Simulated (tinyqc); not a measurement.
Straight dislocations in isotropic elasticity: fields, energies, partials, Peierls stress and walls. From boundary energy back to tilt angle theta. Computed by tinyqc, a small Python program. Command: `OMP_NUM_THREADS=1 python tinyqc.py 3004668 3004669 out.jsonl disloc inv`. One thread of a shared host (Intel(R) Xeon(R) Processor @ 2.30GHz), about 0.01 s of CPU time with the checks.

The line runs along z, the glide plane is y = 0, and beta is the angle between b and the line (0 screw, 90 degrees edge): b_e = b sin(beta) along +x with the extra half plane at y > 0, b_s = b cos(beta). Stress is positive in tension.

Inputs (values chosen for the exercise, modelled on gold):

| quantity | value | unit |
|---|---|---|
| shear modulus G | 27.5 | GPa |
| Poisson ratio nu | 0.422 | - |
| Burgers vector b | 2.884 | angstrom |
| core radius r0/b | 2 | - |

Method. A symmetric tilt wall of edge dislocations has the spacing h = b/(2 sin(theta/2)); Read-Shockley: gamma_b = E0 theta (A - ln theta), E0 = G b/(4 pi (1 - nu)), A = 1 + ln(b/(2 pi r0)), theta in radians.

Problem. A run gave the result below. Find the tilt angle theta, known to lie between 0.76 and 1.2 degrees.

boundary energy = 42.84499 mJ/m^2

Solution.

Each step takes the trial c = (a f_b - b f_a)/(f_b - f_a), f being the result less the target and a, b, c the logarithms of the listed values; c replaces end b, the old b replaces a if the sign of f changed, and otherwise f_a is halved.

Scan of the range:

| tilt angle theta (degrees) | boundary energy (mJ/m^2) |
|---|---|
| 0.760 | 40.4334 |
| 0.820 | 42.4381 |
| 0.885 | 44.5155 |
| 0.955 | 46.6510 |
| 1.030 | 48.8307 |
| 1.110 | 51.0411 |
| 1.200 | 53.3966 |

False position (Illinois rule, in the logarithm of the input) inside the bracket:

| step | end a | end b | trial | boundary energy (mJ/m^2) |
|---|---|---|---|---|
| 1 | 0.820000 | 0.885000 | 0.832344 | 42.8399 |
| 2 | 0.885000 | 0.832344 | 0.832498 | 42.8449 |
| 3 | 0.885000 | 0.832498 | 0.832502 | 42.8451 |
| 4 | 0.832498 | 0.832502 | 0.832500 | 42.8450 |

Boundary energy rises at every point of a 13-point scan of the range (every second point is shown), so one value fits; it is bracketed by 0.820 and 0.885. Answer: tilt angle theta = 0.8325 degrees.
